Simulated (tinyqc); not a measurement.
Worked calculation: thermal stress, cracking, delamination and buckling of a thin film; Griffith cracks and misfitting inclusions. Computed by tinyqc, a small Python program that keeps every step. Command: `OMP_NUM_THREADS=1 python tinyqc.py 3006912 3006913 out.jsonl filmcrack walk`. One thread of a shared host (Intel(R) Xeon(R) Processor @ 2.30GHz), about 0.01 s of CPU time with the checks. Intermediate numbers are printed to about 6 digits and carried at full precision; extremes and crossings named in words are read from the listed rows.

Isotropic linear elasticity; the substrate is much thicker than the film; stress is positive in tension.

Inputs (values chosen for the exercise, modelled on a porous low-k oxide on silicon): film Young's modulus E = 8.02 GPa; film Poisson ratio nu = 0.24; film expansion alpha_f = 12.5 1e-6/K; substrate expansion alpha_s = 3.2 1e-6/K; deposition temperature T_d = 550 K; final temperature T = 300 K; intrinsic stress = -14 MPa; film thickness h = 0.83 micrometre; film toughness Gamma_f = 1.62 J/m^2; interface toughness Gamma_i = 3.6 J/m^2; substrate Young's modulus E_s = 159 GPa; substrate Poisson ratio nu_s = 0.26; flaw half length a = 0.091 micrometre; substrate surface energy gamma_s = 1.7 J/m^2; inclusion radius R = 0.53 micrometre.

Inclusion: long cylinder (a filled via).

## Stress in the film

Thermal strain = (alpha_f - alpha_s)(T_d - T); stress = E/(1 - nu) x strain + intrinsic stress; plane-strain modulus Ebar = E/(1 - nu^2); G0 = stress^2 h/(2 Ebar) is the energy freed per area when a long strip loses its stress across its width.

thermal strain = 0.002325

film stress = 10.5349 MPa

Ebar = 8.51019 GPa

G0 = 0.00541212 J/m^2

The film ends in tension; the thermal part is 24.5 MPa.

## Elastic mismatch

Dundurs alpha = (Ebar - Ebar_s)/(Ebar + Ebar_s), with Ebar_s = E_s/(1 - nu_s^2). The channel-crack factor is taken as g = 1.258 (1 - alpha)^(-0.7), a rough interpolation chosen for the exercise (1.258 is the value for matched materials).

Dundurs alpha = -0.904934

factor g = 0.801244

The stiffer substrate holds the crack faces and lowers the driving force.

## Channel cracks and edge delamination

Channel crack through the film: G = pi g G0, critical thickness where G = Gamma_f. Steady delamination from an edge: G = G0, critical thickness where G = Gamma_i.

driving force for channelling = 0.0136233 J/m^2

critical thickness for channelling = 98.6987 micrometre

critical thickness for delamination = 552.094 micrometre

As the film thickens, channel cracking comes first. At h the film is safe against both. Caution: a critical thickness above 100 micrometres is no longer thin against a usual wafer, so it is only formal.

## Griffith crack in the substrate

Through crack of length 2a in plane strain: K_Ic = sqrt(2 gamma_s E_s/(1 - nu_s^2)); fracture stress = K_Ic/sqrt(pi a). An edge crack of depth a has K larger by 1.1215.

toughness K_Ic = 0.761442 MPa m^0.5

fracture stress, inner crack = 1424.10 MPa

fracture stress, edge crack = 1269.82 MPa

The inner crack lowers the strength to 9.0 % of the ideal E_s/10.

## A misfitting inclusion

Film material fills a long cylinder of radius R in the substrate, with the misfit e = thermal strain (it wants to shrink if e > 0). With the axial strain held by the substrate, s0 = (1 + nu) e/[(1 + nu)(1 - 2 nu)/E + (1 + nu_s)/E_s]; inside s_rr = s_tt = s0 and s_zz = E e + 2 nu s0; outside s_rr = s0 (R/r)^2, s_tt = -s_rr. Keep-out radius: where |s_rr| falls to 10 MPa (R if it is lower at the wall).

radial stress at the wall s0 = 32.6414 MPa

mean stress inside = 33.1990 MPa

keep-out radius = 0.957547 micrometre

The stress does not depend on R; its reach scales with R.

## Film, cylinder and sphere at the same misfit

Thermal misfit e alone, mean stress = trace/3 and largest difference of principal stresses inside. Film: E e/(1 - nu) in two directions, 0 in the third. Cylinder: s0 = (1 + nu) e/[(1 + nu)(1 - 2 nu)/E + (1 + nu_s)/E_s] twice and s_zz = E e + 2 nu s0. Sphere: e/[(1 - 2 nu)/E + (1 + nu_s)/(2 E_s)] three times.

Stresses inside (MPa):
```
shape          s1       s2       s3     mean  largest difference
film      24.5349  24.5349   0.0000  16.3566             24.5349
cylinder  32.6414  32.6414  34.3144  33.1990              1.6730
sphere    33.7935  33.7935  33.7935  33.7935              0.0000
```

The mean stress in size is 16 MPa in the film, 33 in the cylinder and 34 in the sphere, while the largest difference, twice the largest shear stress, goes from 25 through 2 to 0. In a ductile solid shear can relax by slip and hydrostatic stress cannot, so a confined metal builds up the triaxial stress that opens voids.

Checks made by the program: fracture stress against the maximum of 4 a gamma - pi a^2 s^2/Ebar (relative difference 4e-10).
